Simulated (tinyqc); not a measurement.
Planar ballistic transistor, top-of-the-barrier model: effect of the temperature.

At the top of the source barrier, states moving towards the drain are filled by the source (Fermi level 0) and states moving back by the drain (Fermi level -q Vd); nothing scatters. U is the shift of the band edge there, set by the capacitances CG, CD and CS (the total) and by the charge. Parabolic two-dimensional band; the source is grounded.

N0 = gv m kB T/(pi hbar^2), CG = eps0 eox/tox, vT = sqrt(2 kB T/(pi m)), CS = CG/aG, n0 = n at U = 0 and Vd = 0. eta1 = -(E0 + U)/Vt, eta2 = eta1 - Vd/Vt, n = (N0/2)[F_0(eta1) + F_0(eta2)], F_0(x) = ln(1 + exp x). U = UL + q (n - n0)/CS with UL = -(aG Vg + aD Vd), energies in eV. I = q (N0/2) vT [F_(1/2)(eta1) - F_(1/2)(eta2)] per width, F_(1/2)(x) = (2/sqrt(pi)) int_0^infinity u^(1/2)/(1 + exp(u - x)) du. CQ = (q/Vt) dn/d(eta1). E0 is held fixed.

Values chosen for this exercise; mass and valleys close to those of a monolayer dichalcogenide: effective mass m = 0.489 m0; valley degeneracy gv = 2; relative permittivity of the gate insulator eox = 7.5; insulator thickness tox = 1.1 nm; gate control CG/CS aG = 0.77; drain control CD/CS aD = 0.059; band edge at the barrier top above the source Fermi level at zero bias E0 = 0.21 eV; gate voltage Vg = 0.5 V; drain voltage Vd = 0.5 V.

Constants: q = 1.602176634e-19 C, kB = 1.380649e-23 J/K, hbar = 1.054571817e-34 J s, m0 = 9.1093837015e-31 kg, Vt = kB T/q, eps0 = 8.8541878128e-14 F/cm where lengths are in cm. Results are converted to the units shown.

Results:
```
T (K)    eta1  n (cm^-2)  I (uA/um)  mean velocity I/(q n) (cm/s)  CQ/CS
50      9.173   8.073e12      939.3                       7.262e6  4.174
120     3.804   8.082e12       1003                       7.744e6  4.083
180     2.483   8.122e12       1083                       8.321e6  3.853
240     1.786   8.200e12       1174                       8.935e6  3.575
300     1.342   8.313e12       1271                       9.545e6  3.309
360     1.029   8.459e12       1374                       1.014e7  3.076
420    0.7966   8.641e12       1484                       1.072e7  2.877
```

Estimate the missing row, T = 77 K.

Computed row:
```
T (K)   eta1  n (cm^-2)  I (uA/um)  mean velocity I/(q n) (cm/s)  CQ/CS
77     5.954   8.074e12      958.4                       7.409e6  4.164
```

With this row back in the table: As T goes from 50 to 420 K, n rises from 8.07e12 to 8.64e12 cm^-2, the mean velocity rises from 7.26e6 to 1.07e7 cm/s and the current rises from 939 to 1480 uA/um. CQ/CS goes from 4.2 to 2.9.

Numbers from tinyqc (`OMP_NUM_THREADS=1 python tinyqc.py 2400137 2400138 out.jsonl`; about 0.01 s on one thread of a shared Intel Xeon 2.30GHz).
